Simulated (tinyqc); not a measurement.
Implant damage, amorphisation by cascade overlap, and solid-phase epitaxial regrowth: one step, computed by the program tinyqc.

Range and width of the damage are inputs. Dynamic annealing enters only through the surviving share f.

Problem. The amorphous layer. Displaced share x(z) = f nu Q exp(-(z - R_d)^2/(2 s_d^2))/(sqrt(2 pi) s_d N); the layer is amorphous where x > x_c, between R_d -/+ s_d sqrt(2 ln(x_max/x_c)), the upper edge being cut at the surface. Threshold dose Q_c = Q x_c/x_max.

Inputs (values chosen for the exercise, modelled on phosphorus ions in silicon):

| quantity | value | unit |
|---|---|---|
| atomic density N | 49.9 | 1/nm^3 |
| depth of the damage peak R_d | 81 | nm |
| width of the damage profile s_d | 50 | nm |
| share of defects that survive f | 0.65 | - |
| critical displaced share x_c | 0.14 | - |
| dose Q | 2.6e+15 | 1/cm^2 |

displacements per ion nu = 1240.123

Give: peak displaced share x_max; threshold dose Q_c; upper edge; lower edge.

Solution.

peak displaced share x_max = 3.351

threshold dose Q_c = 1.086e+14 1/cm^2

upper edge = 0 nm

lower edge = 207.0 nm

The layer reaches the surface. Caution: x above 1 counts atoms displaced more than once.
